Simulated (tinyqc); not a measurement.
Space-charge-limited current with shallow traps: two steps of the calculation.

One carrier type, drift only, an injecting contact at x = 0 (zero field) and thickness L. The share th = y/(1 + y), y = (Nc/Nt) exp(-Et/kB T), of the injected charge is free: J = q mu n F, eps0 eps_r dF/dx = q (n - n0)/th.

Values chosen for this exercise: temperature T = 300 K; relative permittivity eps_r = 13.3; mobility mu = 3.7 cm^2/(V s); thickness L = 4400 nm; band density of states Nc = 5.2e20 cm^-3; trap density Nt = 1.2e15 cm^-3; trap depth Et = 0.22 eV; free carrier density in equilibrium n0 = 9.3e12 cm^-3; voltage V = 6.1 V.

Constants: q = 1.602176634e-19 C, kB = 1.380649e-23 J/K, Vt = kB T/q, eps0 = 8.8541878128e-14 F/cm where lengths are in cm. Results are converted to the units shown.

Task 1. Limits and characteristic voltages. Ohmic J = q n0 mu V/L; Mott-Gurney J = (9/8) th eps0 eps_r mu V^2/L^3; they cross at Vx = 8 q n0 L^2/(9 th eps0 eps_r); traps fill at V_TFL = q Nt L^2/(2 eps0 eps_r).

Find: th; ohmic J; Mott-Gurney J; Vx; V_TFL.

Result 1.

th = 0.98867
ohmic J = 0.076431 A/cm^2
Mott-Gurney J = 2.1169 A/cm^2
Vx = 0.22024 V
V_TFL = 15.804 V

Task 2. The exact current. Exact: with u = n0/n(L), w = -u - ln(1 - u) and v = -u - u^2/2 - ln(1 - u), V = (q n0 L^2/(th eps0 eps_r)) v/w^2 and J = q^2 n0^2 mu L/(th eps0 eps_r w). v/w^2 falls steadily with u, so u follows by bisection.

Wanted: v/w^2; u; w; J; exit field over V/L.

Result 2.

v/w^2 = 24.62
u = 0.05249
w = 0.001428
J = 2.174 A/cm^2
exit field over V/L = 1.493

J is 0.86 % below the plain sum of the two limits; the exit field lies between the ohmic 1 and the Mott-Gurney 1.5.

Range of the model: Diffusion and a field-dependent mobility are left out. With injecting contacts the diffusion current, about 4 pi^2 Vt th eps0 eps_r mu V/L^3, equals the Mott-Gurney current at V = 35 kB T/q (0.9 V at 300 K), so the drift-only result needs V well above that.

Computed by the program tinyqc: `OMP_NUM_THREADS=1 python tinyqc.py 2370080 2370081 out.jsonl`, one thread of a shared Intel Xeon 2.30GHz, about 0.01 s for the whole run.
